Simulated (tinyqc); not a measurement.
# Worked calculation: reverse leakage of an n+-p junction: diffusion, generation, trap-assisted and band-to-band tunnelling

Numbers from tinyqc (`OMP_NUM_THREADS=1 python tinyqc.py 2290145 2290146 out.jsonl`; about 0.01 s on one thread of a shared Intel Xeon 2.30GHz). Printed values are rounded.

One-sided abrupt junction in the depletion approximation, x from the junction (0) to W on the p side, field F = F0 (1 - x/W). Flat quasi-Fermi levels, long p side. Traps generate through SRH with both lifetimes shortened by 1 + Gamma (Hurkx enhancement, form for moderate fields); band-to-band generation is local and needs a total bending above Eg.

Parameters, values chosen for the exercise; band and dielectric values close to those of silicon:
```
symbol    value                 unit                                             meaning
T           250                    K                                         temperature
Eg         1.14                   eV                                            band gap
eps_r      11.9                                                    relative permittivity
Nc      2.15e19                cm^-3              conduction-band density of states at T
Nv      2.02e19                cm^-3                 valence-band density of states at T
Na       2.8e16                cm^-3                acceptor density of the lighter side
Nd         1e20                cm^-3                   donor density of the heavier side
tau        2e-8                    s         SRH lifetime of both carriers at zero field
Et        -0.12                   eV                trap level above the intrinsic level
mt         0.23                   m0                                     tunnelling mass
Dn           25               cm^2/s  electron diffusion coefficient on the lighter side
Ab       7.7e14  cm^-0.5 V^-2.5 s^-1                              band-to-band prefactor
Bb       1.89e7                 V/cm                         band-to-band field constant
VR          1.2                    V                                        reverse bias
```

Constants: q = 1.602176634e-19 C, kB = 1.380649e-23 J/K, hbar = 1.054571817e-34 J s, m0 = 9.1093837015e-31 kg, Vt = kB T/q, eps0 = 8.8541878128e-14 F/cm where lengths are in cm. Results are converted to the units shown.

Range of the model: The n+ side is degenerate, so Vbi from Boltzmann statistics is only a guide.

## Field, scales and diffusion current

ni = sqrt(Nc Nv) exp(-Eg/(2 Vt)), Eg in volts; Vbi = Vt ln(Na Nd/ni^2); W = sqrt(2 eps0 eps_r (Vbi + VR)/(q Na)); F0 = 2 (Vbi + VR)/W; FG = sqrt(24 mt m0 (kB T)^3)/(q hbar); J_diff = q ni^2 sqrt(Dn/tau)(1 - exp(-VR/Vt))/Na.

ni = 6.73288e7 cm^-3
Vbi = 1.03133 V
W = 323.751 nm
F0 = 137.843 kV/cm
FG = 269.130 kV/cm
J_diff = 9.17083e-16 A/cm^2

## Generation rates across the layer

u = (Vbi + VR)(1 - x/W)^2, p = Na exp(-u/Vt), n = Nd exp((u - Vbi - VR)/Vt); G0 = ni^2 (1 - exp(-VR/Vt))/(tau (n + p + 2 ni cosh(Et/Vt))); Gamma = 2 sqrt(3 pi)(F/FG) exp((F/FG)^2); trap-assisted part G0 Gamma; G_bb = Ab F^2.5 exp(-Bb/F) with F in V/cm, zero unless Vbi + VR > Eg, and counted as zero under 1 cm^-3 s^-1. 15 equal steps.

```
point   x (nm)  F (kV/cm)     Gamma  G0 (cm^-3 s^-1)  G0 Gamma (cm^-3 s^-1)  G_bb (cm^-3 s^-1)
0        0.000    137.843   4.08803          2266.58                9265.84                  0
1       21.583    128.653   3.68864        1.42221e9              5.24602e9                  0
2       43.167    119.464   3.31903       1.23788e13             4.10855e13                  0
3       64.750    110.274   2.97571       1.28254e13             3.81646e13                  0
4       86.334    101.085   2.65556       1.28254e13             3.40586e13                  0
5      107.917     91.895   2.35575       1.28254e13             3.02135e13                  0
6      129.500     82.706   2.07373       1.28254e13             2.65964e13                  0
7      151.084     73.516   1.80714       1.28254e13             2.31773e13                  0
8      172.667     64.327   1.55383       1.28221e13             1.99235e13                  0
9      194.250     55.137   1.31182       1.16526e13             1.52862e13                  0
10     215.834     45.948   1.07925       7.58086e11             8.18168e11                  0
11     237.417     36.758  0.854391       1.27785e10             1.09178e10                  0
12     259.001     27.569  0.635585        5.09875e8              3.24069e8                  0
13     280.584     18.379  0.421261        5.10371e7              2.14999e7                  0
14     302.167      9.190  0.209895        1.28272e7              2.69236e6                  0
15     323.751      0.000         0        8.09493e6                      0                  0
```

## Current components

Each current is q times the trapezoid sum of its rate; J adds J_diff; J_bb under 1e-8 of the sum is given as 0.

J_SRH = 3.51867e-11 A/cm^2
J_TAT = 7.93067e-11 A/cm^2
J_bb = 0 A/cm^2
J = 1.14494e-10 A/cm^2

A fine grid gives J = 1.105e-10 A/cm^2; the coarse sum is 3.6 % above it. On the fine grid the largest part is trap-assisted tunnelling (69.0 %). The simple estimate q ni W/(2 tau cosh(Et/Vt)) is 94 % above the fine-grid J_SRH of 3.422e-11 A/cm^2, since near both edges n or p is large enough to quench generation.
